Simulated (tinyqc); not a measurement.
# Lossy on-chip transmission line with skin effect: what changes with what

A uniform line in a homogeneous dielectric: c = sqrt(er)/(c0 Z0), l = Z0 sqrt(er)/c0 (c0 = 299792458 m/s), g = w c td, w = 2 pi f. The resistance joins its limits as r = sqrt(r_dc^2 + r_hf^2), with r_dc = rho/(wd th), r_hf = kr rho/(2 delta (wd + th)), delta = sqrt(rho/(pi f mu0)), mu0 = 4 pi 1e-7 H/m; this is an interpolation, and internal inductance, up to 0.05 nH/mm at low frequency, is neglected.

Parameters, values chosen for the exercise:
- wd = 0.94 um (width of the strip)
- th = 0.94 um (thickness of the strip)
- rho = 2 uohm cm (resistivity)
- er = 4.2 (relative permittivity)
- td = 0.01 (loss tangent)
- Z0 = 45 ohm (lossless impedance sqrt(l/c))
- kr = 2 (factor for crowding and the return path)
- len = 0.46 mm (length)
- Rg = 50 ohm (source resistance)
- RL = 1e5 ohm (load resistance)
- CL = 300 fF (load capacitance)
- f = 1.3 GHz (frequency)

Each table varies one quantity; the others keep the values above.

## Line properties against frequency

gamma = sqrt((r + i w l)(g + i w c)) = alpha + i beta, Zc = sqrt((r + i w l)/(g + i w c)), roots with positive real part; loss 8.685889638 alpha in dB; phase velocity w/beta. ZL = 1/(1/RL + i w CL); reflection (ZL - Zc)/(ZL + Zc); Zin = Zc (ZL + Zc tanh(gamma len))/(Zc + ZL tanh(gamma len)); H = V_load/V_source = [Zin/(Zin + Rg)]/[cosh(gamma len) + (Zc/ZL) sinh(gamma len)].

Result of one run:
```
f (GHz)  r (ohm/mm)  r/(w l)  loss (dB/mm)  |Zc| (ohm)  phase velocity over c0  length in wavelengths  |H| (dB)
7             25.86    1.911         2.003       66.09                  0.3895                0.02757    -2.472
```

What becomes of these results when the frequency f is changed from 7 to 0.3 GHz, all else the same?

Result of the changed run:
```
f (GHz)  r (ohm/mm)  r/(w l)  loss (dB/mm)  |Zc| (ohm)  phase velocity over c0  length in wavelengths  |H| (dB)
0.3           22.78    39.29        0.4923       282.1                  0.1092               0.004214  -0.01168
```

The whole series:
```
f (GHz)  r (ohm/mm)  r/(w l)  loss (dB/mm)  |Zc| (ohm)  phase velocity over c0  length in wavelengths   |H| (dB)
0.01          22.64     1171       0.09070        1540                 0.02026               7.575e-4  -0.005273
0.03          22.65    390.6        0.1570       889.3                 0.03505               0.001313  -0.005367
0.09          22.68    130.4        0.2714       513.8                 0.06050               0.002282  -0.005959
0.3           22.78    39.29        0.4923       282.1                  0.1092               0.004214   -0.01168
0.8           23.03    14.89        0.7918       173.8                  0.1737               0.007066   -0.04819
2             23.60    6.105         1.209       111.9                  0.2585                0.01187    -0.2631
7             25.86    1.911         2.003       66.09                  0.3895                0.02757     -2.472
20            30.97   0.8011         2.838       50.94                  0.4577                0.06705     -8.762
60            43.04   0.3712         4.200       46.47                  0.4804                 0.1916     -17.38
```

r equals w l at 15.1 GHz: below it |Zc| and the delay grow as in an RC line, above it |Zc| tends to Z0 = 45 ohm and the velocity to 1/sqrt(er) = 0.488 c0. The loss goes as f^(0.50) between the first two rows and f^(0.36) between the last two. |H| is -0.00527 dB in the first row and -17.4 dB in the last; between rows it can pass through resonances that the table doesn't show.

## Effect of the loss tangent

Same model as above.

The same in every row: r (ohm/mm) = 23.27; r/(w l) = 9.260.

Effect of the loss tangent:
```
td     loss (dB/mm)  |Zc| (ohm)  phase velocity over c0  length in wavelengths  |H| (dB)
0            0.9888       137.3                  0.2149               0.009283   -0.1138
0.001        0.9894       137.3                  0.2150               0.009279   -0.1141
0.002        0.9899       137.3                  0.2151               0.009275   -0.1143
0.005        0.9916       137.3                  0.2154               0.009262   -0.1151
0.01         0.9944       137.3                  0.2158               0.009242   -0.1165
0.02         0.9999       137.3                  0.2168               0.009200   -0.1191
0.04          1.011       137.3                  0.2188               0.009118   -0.1245
```

Read the table: what changes, and by how much?

As td goes from 0 to 0.04, the loss rises from 0.989 to 1.01 dB/mm, |Zc| stays near 137 ohm and |H| goes from -0.114 to -0.124 dB, with its highest value among the rows, -0.114 dB, at td = 0. In the low-loss estimate the dielectric part g Z0/2 equals the conductor part r/(2 Z0) at td = 9.26.

tinyqc, about 0.01 s, one thread, Intel Xeon 2.30GHz (shared host): `OMP_NUM_THREADS=1 python tinyqc.py 2810178 2810179 out.jsonl`
